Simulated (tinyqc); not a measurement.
Finite line against the semi-infinite law: electromigration in a confined line: Blech product, Korhonen stress evolution and Black's law. Computed by tinyqc, a small Python program. Command: `OMP_NUM_THREADS=1 python tinyqc.py 3014817 3014818 out.jsonl emigr walk`. One thread of a shared host (Intel(R) Xeon(R) Processor @ 2.30GHz), about 0.01 s of CPU time with the checks.

The electron wind pushes atoms from the cathode (x = 0) to the anode (x = L); blocking ends build a back stress (tension positive). The input rho is taken not to change with temperature. d sigma/dt = d/dx [kappa (d sigma/dx + G)], with zero flux at both ends and sigma = sigma_0 at t = 0.

Inputs (values chosen for the exercise, close to those used for copper lines): resistivity rho = 3.4 micro-ohm cm; atomic volume Omega = 11.8 angstrom^3; effective charge number Z* = 1.9; prefactor D0 = 2.5e-08 m^2/s; activation energy E = 0.826 eV; effective modulus B = 19 GPa; critical stress sigma_c = 99 MPa; initial stress sigma_0 = 12 MPa; current density j = 0.81 MA/cm^2; line length L = 280 um; test temperature T = 220 C.

Start: thermal stress.

Constants: e = 1.602176634e-19 C; k_B = 8.617333262e-05 eV/K; k_B = 1.380649e-23 J/K.

Method:
- G = Z* e rho j/Omega; D = D0 exp(-E/(k_B T)); kappa = D B Omega/(k_B T); drift velocity of an unconfined line v = D Z* e rho j/(k_B T). SI: 1 micro-ohm cm = 1e-8 ohm m, 1 MA/cm^2 = 1e10 A/m^2.
- Temperatures in kelvin are T(C) + 273.15.
- At steady state sigma(x) = sigma_0 + G (L/2 - x). A void forms only if the cathode stress reaches sigma_c, that is if j L exceeds (j L)_c = 2 Omega (sigma_c - sigma_0)/(Z* e rho). Time scale tau = L^2/kappa.
- sigma(x, t) = sigma_0 + G L [1/2 - x/L - 4 sum_(m odd) cos(m pi x/L) exp(-m^2 pi^2 s)/(m pi)^2], s = t/tau, summed to m = 399.
- Semi-infinite line: sigma(0, t) = sigma_0 + 2 G L sqrt(s/pi). One-term form: keep m = 1 alone.

tau = 7309.04 h

stress gradient G = 7.10470 MPa/um

Cathode stress (MPa):
```
s           t (h)  full series  semi-infinite  one term
0.002  1.4618e+01        112.4          112.4     216.2
0.005  3.6545e+01        170.7          170.7     239.2
0.01   7.3090e+01        236.5          236.5     276.2
0.02   1.4618e+02        329.4          329.4     344.8
0.05   3.6545e+02        513.4          513.9     514.5
0.1    7.3090e+02        706.2          721.8     706.2
0.2    1.4618e+03        894.7         1015.9     894.7
0.4    2.9236e+03        991.1         1431.7     991.1
0.8    5.8472e+03       1006.4         2019.7    1006.4
```

Among these rows the semi-infinite law holds to 1 % up to s = 0.05 and the one-term form from s = 0.05 on: the far end is felt once sqrt(kappa t) is no longer small against L, and by then the terms with m > 1 have nearly died out. The critical stress 99 MPa is already passed in the first row. Caution: rows beyond sigma_c are formal, since a void ends the model there.
